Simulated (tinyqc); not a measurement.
## Energy and delay of logic against supply voltage: optimum supplies against the activity factor

One expression serves below and above threshold: I(Vg) = Ik [ln(1 + exp((Vg - VT + dd V)/(al nf Vt)))]^al, with I_on = I(V) and I_off = I(0). Gate delay td = kd C V/I_on, clock period LD td. Per gate and cycle the switching energy is act C V^2 and the leakage energy I_off V LD td. No short-circuit current, no variation. Minima are sought above 0.09 V; below a few Vt gates no longer switch and the model has no meaning.

V_min minimises the energy and V_EDP the product of energy and td.

Values chosen for this exercise; values of the order met in logic technologies: temperature T = 300 K; threshold voltage at zero drain bias VT = 0.43 V; slope factor nf = 1.42; barrier lowering per volt of supply dd = 0.07; specific current of a gate Ik = 1.3 uA; exponent of the current law al = 1.69; load capacitance of a gate C = 0.35 fF; delay factor kd = 0.8; logic depth LD = 30.

Constants: q = 1.602176634e-19 C, kB = 1.380649e-23 J/K, Vt = kB T/q. Results are converted to the units shown.

Optimum supplies against the activity factor:

| act | V_min (V) | energy at V_min (aJ) | leakage share (%) | clock at V_min (MHz) | V_EDP (V) | clock at V_EDP (GHz) |
|---|---|---|---|---|---|---|
| 0.002 | 0.4069 | 0.1572 | 26.27 | 227.5 | 0.9268 | 6.914 |
| 0.005 | 0.3649 | 0.3111 | 25.09 | 99.62 | 0.9229 | 6.855 |
| 0.01 | 0.3339 | 0.5227 | 25.34 | 50.64 | 0.9215 | 6.835 |
| 0.02 | 0.3030 | 0.8740 | 26.47 | 24.80 | 0.9208 | 6.825 |
| 0.05 | 0.2614 | 1.694 | 29.38 | 9.190 | 0.9204 | 6.819 |
| 0.1 | 0.2288 | 2.732 | 32.95 | 4.178 | 0.9203 | 6.817 |
| 0.2 | 0.1939 | 4.273 | 38.43 | 1.816 | 0.9202 | 6.816 |

Read the table: what changes, and by how much?

As act goes from 0.002 to 0.2, V_min falls from 0.407 to 0.194 V, the energy there rises from 0.157 to 4.27 aJ, the clock there falls from 227 to 1.82 MHz and V_EDP falls from 0.927 to 0.920 V. act and LD enter V_min only through the ratio act/LD.

Numbers from tinyqc (`OMP_NUM_THREADS=1 python tinyqc.py 2082160 2082161 out.jsonl`; about 0.01 s on one thread of a shared Intel Xeon 2.30GHz).
